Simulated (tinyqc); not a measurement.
# Worked calculation: thermoelectric coefficients of one resonant level, Landauer integrals

tinyqc, about 0.02 s, one thread, Intel Xeon 2.30GHz (shared host): `OMP_NUM_THREADS=1 python tinyqc.py 2800019 2800020 out.jsonl` Printed values are rounded.

Transmission X(x) = (g/2)^2/[(x - y)^2 + (g/2)^2] with x = (E - EF)/kB T, two spin channels. I_k = int X x^k w dx over all x, w = 1/(4 cosh^2(x/2)).

Inputs (values chosen for the exercise): temperature T = 4 K; full width of the level over kB T g = 0.21; level position (E0 - EF)/kB T y = -1.9; phonon heat conductance in units of pi^2 kB^2 T/(3 h) kp = 0.78.

Constants: q = 1.602176634e-19 C, kB = 1.380649e-23 J/K, h = 6.62607015e-34 J s. Results are converted to the units shown.

## Coefficients

converged I_0, I_1, I_2: 0.0372520  -0.0661085  0.127347

G = (2 q^2/h) I_0, S = -(kB/q) I_1/I_0, L/L0 = [I_2/I_0 - (I_1/I_0)^2]/(pi^2/3), K_e = (2 kB^2 T/h)(I_2 - I_1^2/I_0), ZT = G S^2 T/(K_e + K_ph), K_ph = kp pi^2 kB^2 T/(3 h).

G = 2.88632 uS
S = 152.926 uV/K
L/L0 = 0.0818311
K_e = 0.0230806 pW/K
ZT = 0.0907277
ZT without phonons = 11.6982

The level lies below EF, so S is positive (hole-like). A level of zero width would give -(kB/q) y = 164 uV/K; S is 6.6 % below that in size.

## Two limits for S

Narrow level: S = -(kB/q) y. Mott formula: S = -(pi^2/3)(kB/q) d ln X/dx at x = 0 = -(pi^2/3)(kB/q) 2 y/[y^2 + (g/2)^2].

narrow-level S = 163.729 uV/K
Mott S = 297.511 uV/K

The integrals give 153 uV/K; the Mott value is 95 % above that in size.
